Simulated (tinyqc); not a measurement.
Surface Green function of a chain with one s and one p orbital a site, Sancho-Rubio decimation: one step of the calculation.

A semi-infinite lead of cells 0, 1, 2, ... with H0 inside a cell and H1 = <cell i|H|cell i + 1>. H1 = [[-vss, vsp], [-vsp, vpp]]. z = E + i eta.

Question. Decimation. Start with e_s = e = H0, a = H1, b = H1^dagger. Each round: g = (z - e)^(-1); e_s <- e_s + a g b; e <- e + a g b + b g a; a <- a g a; b <- b g b (all with the old a, b). Round k joins cells 2^k apart.

Parameters, values chosen for the exercise: energy E = 4.56 eV; broadening eta = 0.2 eV.

e_s after round 2 (eV):
```
                      s                     p
s  2.0962513-0.1908422i  3.0283592-0.2047100i
p  3.0283592-0.2047100i  3.6526221-0.2214300i
```

e after round 2 (eV):
```
                      s                     p
s  5.1325027-0.3816844i  0.0000000+0.0000000i
p  0.0000000+0.0000000i  6.6652443-0.4428601i
```

a after round 2 (eV):
```
                         s                       p
s  -0.06995668-0.04086934i  0.08746133+0.05016396i
p  -0.08746133-0.05016396i  0.10907414+0.06159292i
```

b after round 2 (eV):
```
                         s                        p
s  -0.06995668-0.04086934i  -0.08746133-0.05016396i
p   0.08746133+0.05016396i   0.10907414+0.06159292i
```

Find: g; e_s after round 3; e after round 3; a after round 3; b after round 3.

Answer.

g (1/eV):
```
                 s                p
s  -0.8595-0.8732i   0.0000+0.0000i
p   0.0000+0.0000i  -0.4345-0.1327i
```

e_s after round 3 (eV):
```
              s             p
s  2.097-0.203i  3.030-0.220i
p  3.030-0.220i  3.654-0.240i
```

e after round 3 (eV):
```
              s             p
s  5.135-0.406i  0.000+0.000i
p  0.000+0.000i  6.668-0.481i
```

a after round 3 (in units of 1e-3 eV):
```
              s              p
s  3.289-3.236i  -4.051+4.067i
p  4.051-4.067i  -4.989+5.111i
```

b after round 3 (in units of 1e-3 eV):
```
               s              p
s   3.289-3.236i   4.051-4.067i
p  -4.051+4.067i  -4.989+5.111i
```

Program tinyqc, `OMP_NUM_THREADS=1 python tinyqc.py 2680105 2680106 out.jsonl`; Intel Xeon 2.30GHz, shared host, one thread, about 0.02 s.
